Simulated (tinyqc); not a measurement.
# Radius, Mott density and mass from the binding energy

Inverse problem. A donor has the isolated binding energy E0 = cc Ry, Ry = (m0 q^3/(8 eps0^2 h^2)) me/eps_r^2 in eV, radius a = q/(8 pi eps0 eps_r E0) and Mott density (0.26/a)^3. Find a, the Mott density and me.

Inputs (values chosen for the exercise):
```
symbol,value,unit,meaning
eps_r,9.32,,relative permittivity
cc,1,,ratio of the true binding energy to the hydrogenic one
```

Constants: q = 1.602176634e-19 C, eps0 = 8.8541878128e-12 F/m, h = 6.62607015e-34 J s, m0 = 9.1093837015e-31 kg. Results are converted to the units shown.

E0 = 31.953543 meV

Answer. Each follows directly from E0.

a = 2.42 nm
Mott density = 1.24e18 cm^-3
me = 0.204 m0

Computed by the program tinyqc: `OMP_NUM_THREADS=1 python tinyqc.py 2330049 2330050 out.jsonl`, one thread of a shared Intel Xeon 2.30GHz, about 0.01 s for the whole run.
